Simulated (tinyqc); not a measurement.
# From one set of inputs to another, one input at a time

Model: vacuum evaporation: vapour pressure, source flux, thickness distribution, purity and step coverage. Computed by tinyqc, a small Python program. Command: `OMP_NUM_THREADS=1 python tinyqc.py 3113683 3113684 out.jsonl evap ladder`. One thread of a shared host (Intel(R) Xeon(R) Processor @ 2.30GHz), about 0.01 s of CPU time with the checks.

Molecular flow, unit sticking of the metal, no re-evaporation. The background gas is taken as water vapour (18.015 g/mol, collision diameter 0.37 nm) at 300 K.

The inputs printed are set A. Set A is modelled on nickel, with constants for the liquid; the values taken over come from a set modelled on titanium, with constants for the liquid. Inputs not listed in the table keep their values of set A, so the rows need not describe a real material.

Inputs (values chosen for the exercise, modelled on nickel, with constants for the liquid):
```
quantity                     value    unit
molar mass M                 58.69   g/mol
film density rho               8.9  g/cm^3
vapour-pressure constant A   11.67       -
vapour-pressure constant B   20830       K
source temperature T          1980       K
source area                    0.1    cm^2
directionality n                 4       -
source-to-wafer distance h      61      cm
wafer radius R                 7.5      cm
background pressure p       0.0008      Pa
sticking of background gas     0.7       -
```

Constants: u = 1.6605390666e-27 kg; k_B = 1.380649e-23 J/K; R = 8.314462618 J/(mol K).

Method:
- log10(p_v/Pa) = A - B/T; flux from the surface Phi = p_v/sqrt(2 pi m k_B T), m = M u.
- Mass loss = Phi x area x m; heat of evaporation = ln(10) R B; d ln Phi/dT = ln(10) B/T^2 - 1/(2 T).
- A small source emits (n + 1) Phi area cos^n(phi)/(2 pi) per solid angle; on a parallel plane at height h and lateral distance l the arrival rate is (n + 1) Phi area/(2 pi h^2) x (1 + (l/h)^2)^(-(n + 3)/2). Growth rate = arrival rate x m/rho, m = M u. The wafer is fixed and centred above the source.
- Mean free path lambda = k_B T_g/(sqrt2 pi d^2 p); unscattered share exp(-h/lambda); gas arrival p/sqrt(2 pi m_g k_B T_g); impurity ratio = sticking x gas arrival/metal arrival; monolayer time = 1e15 cm^-2/(sticking x gas arrival).

Each row keeps all changes above it:
```
input moved                        from     to  growth rate at the centre (nm/s)  non-uniformity (max - min)/(max + min) (%)  impurity ratio
set A                                 -      -                          0.025555                                      2.6251      8.6000e+00
source-to-wafer distance h (cm)      61     44                          0.049117                                      5.0079      4.4745e+00
vapour-pressure constant B (K)    20830  22700                          0.005582                                      5.0079      3.9372e+01
source temperature T (K)           1980   1900                          0.001875                                      5.0079      1.1721e+02
wafer radius R (cm)                 7.5     10                          0.001875                                      8.7908      1.1721e+02
background pressure p (Pa)       0.0008  3e-07                          0.001875                                      8.7908      4.3953e-02
source area (cm^2)                  0.1    1.5                          0.028127                                      8.7908      2.9302e-03
directionality n                      4      3                          0.022501                                      7.5401      3.6627e-03
```

Growth rate at the centre goes from 0.0256 to 0.0225, a factor 0.880 in all. The largest single move comes from source area (a factor 15.0), but it runs against the net change; the largest move in the direction of the net change is vapour-pressure constant B (a factor 0.114). Non-uniformity (max - min)/(max + min) goes from 2.63 to 7.54, a factor 2.87 in all. The largest single move comes from source-to-wafer distance h (a factor 1.91), and directionality n works against it (a factor 0.858). Impurity ratio goes from 8.60 to 0.00366, a factor 4.26e-4 in all. The largest single move comes from background pressure p (a factor 3.75e-4), and vapour-pressure constant B works against it (a factor 8.80). The single moves hold for this order of the switches; the total does not depend on the order.

Caution (rows set A, source-to-wafer distance h, vapour-pressure constant B, source temperature T, wafer radius R): more gas than metal sticks, so a compound rather than a metal film would grow.

Extremes, crossings and ranges named in words are read from the listed rows.
